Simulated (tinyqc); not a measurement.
Kinetics of strain relaxation and threading dislocations in mismatched semiconductor layers: one step, computed by the program tinyqc. Command: `OMP_NUM_THREADS=1 python tinyqc.py 3029157 3029158 out.jsonl threading walk`. One thread of a shared host (Intel(R) Xeon(R) Processor @ 2.30GHz), about 0.01 s of CPU time with the checks.

60-degree dislocations on {111} planes of a (001) layer, isotropic elasticity. The Schmid factor is 1/sqrt(6), and a misfit segment relieves strain with b/2.

Task: Relaxation in the anneal. Excess resolved stress tau = (1/sqrt 6) [2 G (1 + nu)/(1 - nu)] (e - e_eq), e_eq = b (1 - nu/4) [ln(h/b) + 1]/(4 pi (1 + nu) h), the Matthews-Blakeslee strain of an uncapped layer; glide velocity v = v0 tau exp(-Q/(k_B T)), tau in MPa. Threads run in two directions, so de/dt = -(b/4) rho v, and they multiply as d rho/dt = delta rho v. With x = e - e_eq, x0 = f - e_eq (fully strained at t = 0) and v = m S x (m the mobility, S x = tau): rho = rho_0 + (4 delta/b)(x0 - x), so dx/dt = -k x (a - x), k = delta m S, a = x0 + b rho_0/(4 delta): a logistic law, x = a/[1 + (a/x0 - 1) exp(k a t)]. The half time is that at which x = x0/2.

Inputs (values chosen for the exercise, modelled on Ge on Si):

| quantity | value | unit |
|---|---|---|
| misfit f | 0.0447 | - |
| shear modulus G | 56.2 | GPa |
| Poisson ratio nu | 0.26 | - |
| Burgers vector b | 4 | angstrom |
| anneal temperature T | 578 | K |
| anneal time t | 1100 | s |
| initial thread density rho_0 | 260000 | 1/cm^2 |
| multiplication constant delta | 4000 | 1/m |

Sources: multiplication.

mobility v/tau = 6.543153e-10 m/s per MPa

equilibrium strain e_eq = 0.009263975

Give: strain left e; share of the excess strain relieved; thread density; half time.

Result:

strain left e = 0.014820

share of the excess strain relieved = 84.322 %

thread density = 1.1978e+08 1/cm^2

half time = 868.46 s

Most of the excess strain is gone. The misfit lines laid down are 0.0067 micrometre apart. Caution: at stresses above about 1 GPa the linear velocity law understates glide, as stress lowers the kink barrier. Caution: at such misfit the layer islands and relaxes during the first nanometres, so a uniform strained start is an idealisation. Caution: blocking of threads by crossing misfit lines, left out here, leaves real layers with more strain.
